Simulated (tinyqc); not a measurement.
Tunnelling through a two-layer gate stack, WKB transmission and Tsu-Esaki current: two steps of the calculation.

Electrons leave the emitter at x = 0. Energies E (motion across the layers) are in eV from the emitter Fermi level; the collector Fermi level lies at -V and offers states at every E. No charge in the dielectric and no image force: F1 = V/(t1 + t2 eps1/eps2), F2 = F1 eps1/eps2; U = phi1 - F1 x in layer 1 and phi2 - F1 t1 - F2 (x - t1) in layer 2. With C = hbar^2/(2 m0), kappa = sqrt(m (U - E)/C) where U > E and 0 elsewhere; T(E) = exp(-S), S = 2 times the integral of kappa over x.

Values chosen for this exercise; layer 1 close to silicon dioxide, layer 2 close to zirconium oxide: temperature T = 350 K; Fermi energy of the emitter above its band bottom Ef = 1.2 eV; emitter mass in the supply function me = 1 m0; barrier of layer 1 above the emitter Fermi level at zero bias phi1 = 3.24 eV; tunnelling mass of layer 1 m1 = 0.49 m0; thickness of layer 1 t1 = 1.2 nm; relative permittivity of layer 1 eps1 = 4.06; barrier of layer 2 at zero bias phi2 = 1.4 eV; tunnelling mass of layer 2 m2 = 0.26 m0; thickness of layer 2 t2 = 2.3 nm; relative permittivity of layer 2 eps2 = 25.1; voltage across the dielectric V = 0.3 V; lower end of the energy grid Ea = -0.87 eV; upper end of the energy grid Eb = 0.36 eV; points of the energy grid nE = 13.

Constants: q = 1.602176634e-19 C, kB = 1.380649e-23 J/K, hbar = 1.054571817e-34 J s, m0 = 9.1093837015e-31 kg, Vt = kB T/q, hbar^2/(2 m0) = 0.0380998212 eV nm^2. Results are converted to the units shown.

Question 1. Fields and band edges. F1 = V/(t1 + t2 eps1/eps2), F2 = F1 eps1/eps2; U = phi1 - F1 x in layer 1 and phi2 - F1 t1 - F2 (x - t1) in layer 2. EOT = 3.9 (t1/eps1 + t2/eps2).

Give: F1; F2; U at the end of layer 1; U at the start of layer 2; U at the end of layer 2; EOT.

Answer 1.

F1 = 1.9084 MV/cm
F2 = 0.30868 MV/cm
U at the end of layer 1 = 3.0110 eV
U at the start of layer 2 = 1.1710 eV
U at the end of layer 2 = 1.1000 eV
EOT = 1.5101 nm

Question 2. Current density on a coarse energy grid. Each layer adds (2/F) sqrt(m/C) [G(u at its left edge) - G(u at its right edge)] to S, with u = U - E (0 where negative) and G(u) = (2/3) u^1.5. The slope follows from 1/d = -dS/dE.

J = J0 times the integral of T(E) N(E) dE, N = ln[(1 + exp(-E/Vt))/(1 + exp((-E - V)/Vt))], J0 = q^2 me m0 kB T/(2 pi^2 hbar^3) (times 1e-4 for A/cm^2 per eV), by Simpson's rule on nE equally spaced points from Ea to Eb.

Wanted: E; T(E); N; T(E) N; J0; J.

Answer 2.

| point | E (eV) | T(E) | N | T(E) N |
|---|---|---|---|---|
| 0 | -0.87000 | 1.3744e-15 | 9.9467 | 1.3670e-14 |
| 1 | -0.76750 | 2.6664e-15 | 9.9467 | 2.6522e-14 |
| 2 | -0.66500 | 5.2511e-15 | 9.9467 | 5.2231e-14 |
| 3 | -0.56250 | 1.0510e-14 | 9.9466 | 1.0454e-13 |
| 4 | -0.46000 | 2.1405e-14 | 9.9418 | 2.1281e-13 |
| 5 | -0.35750 | 4.4434e-14 | 9.8082 | 4.3581e-13 |
| 6 | -0.25500 | 9.4176e-14 | 8.2521 | 7.7715e-13 |
| 7 | -0.15250 | 2.0424e-13 | 5.0551 | 1.0324e-12 |
| 8 | -0.05000 | 4.5434e-13 | 1.8320 | 8.3232e-13 |
| 9 | 0.05250 | 1.0399e-12 | 0.16160 | 1.6806e-13 |
| 10 | 0.15500 | 2.4585e-12 | 0.0058453 | 1.4371e-14 |
| 11 | 0.25750 | 6.0316e-12 | 1.9593e-4 | 1.1818e-15 |
| 12 | 0.36000 | 1.5451e-11 | 6.5495e-6 | 1.0120e-16 |

J0 = 4.8809e8 A/(cm^2 eV)
J = 1.8120e-4 A/cm^2

The integrand peaks at E = -0.153 eV among these points.

Numbers from tinyqc (`OMP_NUM_THREADS=1 python tinyqc.py 2540081 2540082 out.jsonl`; about 0.03 s on one thread of a shared Intel Xeon 2.30GHz).
